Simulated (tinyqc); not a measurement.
# Conduction-band offset of an n-N heterojunction from carrier-profile moments: what changes with what

Layer 1 (x < 0) accumulates electrons and layer 2 (x > 0) is depleted. Boltzmann statistics. The bands bend down by V1 in layer 1 and up by V2 in layer 2, with V1 + V2 = VD = dE + Vt ln[(N2/Nc2)/(N1/Nc1)].

Inputs (values chosen for the exercise); values of the order of III-V alloys:

| symbol | value | unit | meaning |
|---|---|---|---|
| T | 300 | K | temperature |
| eps_r | 12.2 |  | relative permittivity of both layers |
| Nc1 | 5.2e17 | cm^-3 | density of states of the narrow-gap layer 1 |
| Nc2 | 7.1e17 | cm^-3 | density of states of the wide-gap layer 2 |
| dE | 0.15 | eV | conduction-band offset |
| N1 | 1.3e16 | cm^-3 | donor density in layer 1 |
| N2 | 5.5e16 | cm^-3 | donor density in layer 2 |
| si | 0 | cm^-2 | fixed charge at the interface |

Constants: q = 1.602176634e-19 C, kB = 1.380649e-23 J/K, Vt = kB T/q, eps0 = 8.8541878128e-14 F/cm where lengths are in cm. Results are converted to the units shown.

Each table varies one quantity; the others keep the values above.

## Effect of the doping of the wide-gap layer

Sheet densities from the first integral: Q1 = sqrt((2 eps0 eps_r Vt N1/q)(exp(u1) - u1 - 1)) extra electrons, Q2 = sqrt((2 eps0 eps_r Vt N2/q)(exp(-u2) + u2 - 1)) missing ones, u = V/Vt; neutrality Q1 = Q2 + si.

Effect of the doping of the wide-gap layer:

| N2 (cm^-3) | VD (V) | V1 (V) | Q1 (cm^-2) | n(0-)/Nc1 |
|---|---|---|---|---|
| 1.2e15 | 0.080353 | 0.013154 | 2.6460e10 | 0.041582 |
| 2.5e15 | 0.099328 | 0.020242 | 4.2842e10 | 0.054700 |
| 5.2e15 | 0.11826 | 0.029471 | 6.6870e10 | 0.078167 |
| 1.1e16 | 0.13763 | 0.041212 | 1.0276e11 | 0.12310 |
| 2.2e16 | 0.15555 | 0.054006 | 1.5035e11 | 0.20193 |
| 4.5e16 | 0.17405 | 0.068857 | 2.2003e11 | 0.35866 |
| 9.2e16 | 0.19254 | 0.084978 | 3.1916e11 | 0.66912 |

What does the table show?

Q1 rises from 2.65e10 to 3.19e11 cm^-2, as N2^(0.57) over the table, while VD grows by Vt ln 10 a decade and the share V1/VD rises from 0.164 to 0.441. For N2 = 9.2e16 n(0-) nears or passes Nc1, where degeneracy and quantisation lower Q1.

## Effect of the offset

Same model as above.

Results:

| dE (eV) | VD (V) | V1 (V) | Q1 (cm^-2) | n(0-)/Nc1 |
|---|---|---|---|---|
| 0.06 | 0.089237 | 0.047497 | 1.2489e11 | 0.15698 |
| 0.12 | 0.14924 | 0.066432 | 2.0741e11 | 0.32655 |
| 0.19 | 0.21924 | 0.080600 | 2.8937e11 | 0.56488 |
| 0.25 | 0.27924 | 0.089058 | 3.4912e11 | 0.78351 |
| 0.37 | 0.39924 | 0.10087 | 4.4956e11 | 1.2375 |
| 0.44 | 0.46924 | 0.10598 | 5.0023e11 | 1.5079 |
| 0.5 | 0.52924 | 0.10971 | 5.4034e11 | 1.7418 |

Estimate the missing row, dE = 0.31 eV.

Computed row:

| dE (eV) | VD (V) | V1 (V) | Q1 (cm^-2) | n(0-)/Nc1 |
|---|---|---|---|---|
| 0.31 | 0.33924 | 0.095585 | 4.0191e11 | 1.0085 |

With this row back in the table: Q1 rises from 1.25e11 to 5.40e11 cm^-2, as VD^(0.64) between the last two rows. Layer 1 takes 53.2 % of VD in the first row and 20.7 % in the last: accumulation charge grows exponentially with V1, so most of a large offset falls across the depleted side. For dE = 0.19, 0.25, 0.31, 0.37, 0.44, 0.5 n(0-) nears or passes Nc1, where degeneracy and quantisation lower Q1.

Computed by the program tinyqc: `OMP_NUM_THREADS=1 python tinyqc.py 2410043 2410044 out.jsonl`, one thread of a shared Intel Xeon 2.30GHz, about 0.07 s for the whole run.
